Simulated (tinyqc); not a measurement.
Phonon-assisted absorption at an indirect gap: sweeps and comparisons. A value that a table varies takes the place of the one given here.

alpha(E) = sum_j A_j [N_j (E - Eg + w_j)^2 + (N_j + 1)(E - Eg - w_j)^2], each bracket counted only where its base is positive; N_j = 1/(exp(w_j/kB T) - 1). The first term absorbs a phonon and the second emits one; excitons and direct transitions are left out.

Photodiode (Gaertner form with a dead layer): QE = (1 - R) exp(-alpha xj) [1 - exp(-alpha W)/(1 + alpha L)], R = ((nr - 1)/(nr + 1))^2; responsivity = QE/E in A/W for E in eV.

Constants: kB = 8.617333262e-05 eV/K.

Values chosen for the exercise (loosely those of Si at room temperature; Eg is not tied to T; not measured data):

| symbol | value | unit | meaning |
|---|---|---|---|
| Eg | 1.142 | eV | indirect gap, held fixed unless listed |
| w | (56.7, 19.2) | meV | two zone-edge phonons |
| A | (2500, 700) | 1/(cm eV^2) | their strengths |
| T | 300 | K |  |
| nr | 3.65 |  | refractive index |
| xj | 0.43 | micrometre | dead layer at the surface |
| W | 1.4 | micrometre | depleted width |
| L | 3.3 | micrometre | minority diffusion length below it |
| E | 1.575 | eV | photon energy |

## The square root of alpha at three temperatures

The gap is held fixed, so only the phonon occupations change.

sqrt(alpha) (1/cm^(1/2)):

| E - Eg (eV) | 4 K | 77 K | 300 K |
|---|---|---|---|
| -0.04 | 0.000 | 0.012 | 0.296 |
| -0.02 | 0.000 | 0.026 | 0.650 |
| 0.00 | 0.000 | 0.129 | 1.115 |
| 0.02 | 0.021 | 0.258 | 1.680 |
| 0.04 | 0.550 | 0.685 | 2.396 |
| 0.07 | 1.500 | 1.640 | 3.747 |
| 0.10 | 3.043 | 3.181 | 5.544 |
| 0.15 | 5.808 | 5.970 | 8.885 |
| 0.20 | 8.615 | 8.808 | 12.355 |
| 0.30 | 14.254 | 14.515 | 19.405 |
| 0.45 | 22.729 | 23.097 | 30.060 |
| 0.60 | 31.210 | 31.686 | 40.744 |

Below the gap only phonon absorption acts: at E - Eg = -0.02 eV sqrt(alpha) is 0.000, 0.026 and 0.650 at 4, 77 and 300 K. A straight line through the last two rows meets the axis at E - Eg = +0.0480, +0.0466 and +0.0280 eV: the intercept is roughly a weighted mean of the thresholds, not the gap, and it moves from the emission side towards Eg as the occupations grow. At the last row alpha grows by a factor 1.70 from the lowest to the highest temperature at fixed gap.

## Spectral response

Response:

| E (eV) | wavelength (nm) | alpha (1/cm) | 1/alpha (micrometre) | dead layer | collected | QE | A/W |
|---|---|---|---|---|---|---|---|
| 1.16 | 1069 | 2.63 | 3.80e+03 | 1.000 | 0.001 | 0.001 | 0.001 |
| 1.20 | 1033 | 9.93 | 1.01e+03 | 1.000 | 0.005 | 0.003 | 0.003 |
| 1.26 | 984 | 45.2 | 221 | 0.998 | 0.021 | 0.014 | 0.011 |
| 1.34 | 925 | 149 | 67.0 | 0.994 | 0.067 | 0.045 | 0.033 |
| 1.44 | 861 | 371 | 26.9 | 0.984 | 0.154 | 0.102 | 0.071 |
| 1.59 | 780 | 895 | 11.2 | 0.962 | 0.319 | 0.207 | 0.130 |
| 1.79 | 693 | 1.95e+03 | 5.13 | 0.920 | 0.537 | 0.333 | 0.186 |
| 2.04 | 608 | 3.84e+03 | 2.60 | 0.848 | 0.743 | 0.425 | 0.208 |
| 2.34 | 530 | 6.96e+03 | 1.44 | 0.741 | 0.885 | 0.443 | 0.189 |
| 2.74 | 452 | 1.25e+04 | 0.798 | 0.583 | 0.966 | 0.381 | 0.139 |

QE is highest, 0.443, at 2.34 eV of those listed and the responsivity at 2.04 eV; reflection alone caps QE at 0.675. Near the gap weak absorption limits it (collected share 0.001); at the top the dead layer passes 0.583. Far above the gap the quadratic law and a constant index are only rough.

## What moves the response

At the energy E. Each row changes one parameter from the base and keeps the others.

Results:

| case | alpha (1/cm) | QE |
|---|---|---|
| base | 832.3 | 0.1966 |
| Eg = 1.122 eV | 916.5 | 0.2107 |
| T = 350 K | 941.1 | 0.2147 |
| W = 2.8 micrometre | 832.3 | 0.2466 |
| L = 1.65 micrometre | 832.3 | 0.1417 |
| xj = 0.86 micrometre | 832.3 | 0.1897 |
| nr = 3.83 | 832.3 | 0.1912 |

The largest shifts from the base row, up to three for each result and ties (the steps differ in size, so this ranks the rows, not the parameters). alpha (1/cm): T +109, Eg +84.1; unchanged at the printed digits by W, L, xj and nr. QE: L -0.0549, W +0.0500, T +0.0181.

(tinyqc, `OMP_NUM_THREADS=1 python tinyqc.py 1651998 1651999 out.jsonl`, Intel(R) Xeon(R) Processor @ 2.30GHz, 1 thread, shared host, about 0.01 s.)
